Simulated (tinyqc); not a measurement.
Changing the growth temperature of the buffer T_g: kinetics of strain relaxation and threading dislocations in mismatched semiconductor layers. Computed by tinyqc, a small Python program. Command: `OMP_NUM_THREADS=1 python tinyqc.py 3018966 3018967 out.jsonl threading sweep`. One thread of a shared host (Intel(R) Xeon(R) Processor @ 2.30GHz), about 0.01 s of CPU time with the checks.

60-degree dislocations on {111} planes of a (001) layer, isotropic elasticity. The Schmid factor is 1/sqrt(6), and a misfit segment relieves strain with b/2.

Inputs (values chosen for the exercise, modelled on In(0.2)Ga(0.8)As on GaAs):
```
quantity                                  value          unit
misfit f                                 0.0139             -
shear modulus G                            44.4           GPa
Poisson ratio nu                           0.32             -
Burgers vector b                           4.05      angstrom
glide activation energy Q                  1.26            eV
velocity prefactor v0                      7200   m/s per MPa
grading rate (misfit per thickness) R_f  0.0076  1/micrometre
growth rate R_g                             7.1          nm/s
```

Constants: k_B = 8.617333262e-05 eV/K.

Method. In steady grading, strain is fed at R_f R_g and relieved at (b/4) rho v. As a glide-limited estimate, the driving stress is taken as the mean stress of the strained top zone, whose depth z solves R_f z/2 = e_eq(z), with strain R_f z at the surface; tau_g = S R_f z/2 is its mean; then rho = 4 R_f R_g/(b m tau_g), m = v0 exp(-Q/(k_B T_g)), S = (1/sqrt 6) 2 G (1 + nu)/(1 - nu), e_eq(z) = b (1 - nu/4) [ln(z/b) + 1]/(4 pi (1 + nu) z).

One run for each value:
```
growth temperature of the buffer T_g (K)  thread density of the buffer (1/cm^2)
688                                                                   2.272e+05
729                                                                   6.876e+04
770                                                                   2.363e+04
810                                                                   9.252e+03
850                                                                   3.956e+03
891                                                                   1.793e+03
932                                                                   8.710e+02
972                                                                   4.567e+02
```

What does the table show, and why?

Over the rows, thread density of the buffer (1/cm^2) falls from 227000 to 457 (exponent d ln y / d ln x -21 between the first rows and -15 between the last). The density follows exp(Q/(k_B T_g)); real buffers level off where nucleation and pile-ups at the rough surface take over.

Caution (rows 729, 770, 810, 850, 891, 932, 972): real buffers seldom go below 1e5 /cm^2, as pile-ups and nucleation take over; this value is a lower bound.
